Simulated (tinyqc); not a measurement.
Atomic layer deposition: Langmuir saturation, growth per cycle and coating of deep features: one step, computed by the program tinyqc. Command: `OMP_NUM_THREADS=1 python tinyqc.py 3023277 3023278 out.jsonl ald walk`. One thread of a shared host (Intel(R) Xeon(R) Processor @ 2.30GHz), about 0.02 s of CPU time with the checks.

Precursor A sticks only on free sites, so a long enough pulse saturates; co-reactant B then frees the sites again.

Question. Flux and saturation time. Wall flux F = p/sqrt(2 pi M k_B T); rate of filling k_a = beta F/q; desorption k_d = 1e13 exp(-E_d/(k_B T)) per second. 1/m^2 = 1e-18/nm^2. Temperatures in kelvin are T(C) + 273.15.

Inputs (values chosen for the exercise, modelled on hafnium oxide from an amide and water):
```
quantity                                   value    unit
precursor mass M                             411       u
site density q                                 3  1/nm^2
sticking probability beta on free sites  0.00034       -
precursor pressure p                         5.9      Pa
temperature T                                225       C
desorption energy E_d                       1.73      eV
```

Constants: u = 1.6605390666e-27 kg; k_B = 1.380649e-23 J/K; k_B = 8.617333262e-05 eV/K.

Give: flux F; k_a; k_d; time to 99 % without desorption, ln(100)/k_a.

Answer.

flux F = 34355 1/(nm^2 s)

k_a = 3.894 1/s

k_d = 3.145e-05 1/s

time to 99 % without desorption, ln(100)/k_a = 1.183 s
